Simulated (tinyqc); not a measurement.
The basis set: RHF and MP2 along a ladder of basis sets, for BeH2, spin multiplicity 1. Computed by the program tinyqc with PySCF. Same geometry throughout; the dipole is taken about the origin.

Geometry (angstrom):

| atom | x | y | z |
|---|---|---|---|
| Be | 0.0000 | 0.0000 | 0.0000 |
| H | 0.0000 | 1.2920 | 0.1210 |
| H | 0.0000 | -1.3250 | 0.1240 |

RHF and frozen-core MP2 in a ladder of bases:

| basis | functions | E(RHF) (hartree) | E(MP2 corr) (hartree) | HOMO (eV) | LUMO (eV) | dipole (debye) |
|---|---|---|---|---|---|---|
| sto-3g | 7 | -15.55958 | -0.02259 | -11.515 | 5.649 | 0.429 |
| 3-21g | 13 | -15.67215 | -0.02809 | -12.223 | 2.173 | 0.443 |
| 6-31g | 13 | -15.75786 | -0.02831 | -12.189 | 2.387 | 0.428 |
| 6-31g** | 24 | -15.76532 | -0.04877 | -12.122 | 2.430 | 0.446 |
| cc-pvdz | 24 | -15.76581 | -0.05088 | -12.172 | 1.860 | 0.457 |
| cc-pvtz | 58 | -15.77013 | -0.06074 | -12.225 | 1.577 | 0.477 |

What does the comparison show, and why?

From cc-pVDZ to cc-pVTZ the RHF energy falls by 4.3 mhartree and the correlation energy by 9.9. If valence correlation converges as X^-3, (27 E(T) - 8 E(D))/19 gives -0.0649 hartree, a rough estimate from such small X that usually falls short; STO-3G holds about 35 % of it. Beyond STO-3G the LUMO moves by 0.9 eV and the HOMO by 0.1 eV.
